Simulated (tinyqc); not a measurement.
Image-sensor pixel with a pinned photodiode, signal and noise: one step of the calculation.

A buried n layer between a heavily doped p+ surface layer and a p layer is emptied into a floating diffusion, read through a source follower with correlated double sampling (reset noise cancelled). One-dimensional abrupt junctions; no blooming, lag or crosstalk.

Question. Noise budget. Signal S = QE Ph; variance = S + dark rate x ti + (read noise)^2 + (pr S)^2; SNR = 20 log10(S/noise); dynamic range 20 log10(FW/noise at S = 0).

Inputs (values chosen for the exercise); material values close to those of silicon:
```
symbol,value,unit,meaning
pr,0.3,%,gain non-uniformity
ti,5,ms,exposure
Ph,170,,photons on the photodiode per exposure
```

QE = 0.66791951
generation rate = 33.503885 electrons/s
diffusion rate = 96.155375 electrons/s
read noise = 0.62611453 electrons
FW = 6591.0336 electrons

Give: S; variances; noise; SNR; dynamic range.

Answer.

S = 113.5 electrons
variances (electrons^2): photon shot 113.5, dark shot 0.6483, read 0.3920, non-uniformity 0.1160
noise = 10.71 electrons
SNR = 20.51 dB
dynamic range = 76.21 dB

The largest part, 99.0 % of the variance, is photon shot noise.

tinyqc, about 0.01 s, one thread, Intel Xeon 2.30GHz (shared host): `OMP_NUM_THREADS=1 python tinyqc.py 2630023 2630024 out.jsonl`
